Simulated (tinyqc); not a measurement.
Two-step dopant diffusion (predeposition and drive-in) with a constant diffusivity: one step, computed by the program tinyqc.

Fick diffusion into a half space x > 0 whose background doping C_B is of the opposite type, so that a junction lies where C = C_B.

Question. Sheet resistance. Net dose Q_net = Q erf(x_j/(2 sqrt((Dt)2))) - C_B x_j; R_s = 1/(e mu Q_net), with every dopant ionised and one mobility.

Inputs (values chosen for the exercise, modelled on arsenic in silicon):

| quantity | value | unit |
|---|---|---|
| surface concentration C_s | 1.2e+19 | 1/cm^3 |
| background doping C_B | 2.4e+16 | 1/cm^3 |
| predeposition temperature T1 | 1050 | C |
| drive-in temperature T2 | 1050 | C |
| mean mobility in the layer mu | 190 | cm^2/(V s) |

dose Q = 5.167746e+13 1/cm^2

junction depth x_j = 0.2512276 um

drive-in budget (Dt)2 = 2.913129e-11 cm^2

Constants: e = 1.602176634e-19 C.

Give: net dose; sheet resistance R_s (Gaussian).

Answer.

net dose = 5.1023e+13 1/cm^2

sheet resistance R_s (Gaussian) = 643.83 ohm/square

Caution: the drive-in budget is under fifteen times D1 t1, so the source is not thin and the Gaussian junction is too shallow. Caution: C_s exceeds the intrinsic carrier density of silicon at the predeposition temperature (2e18 to 1e19 per cm^3), where real diffusivities rise with concentration and profiles turn box-like.
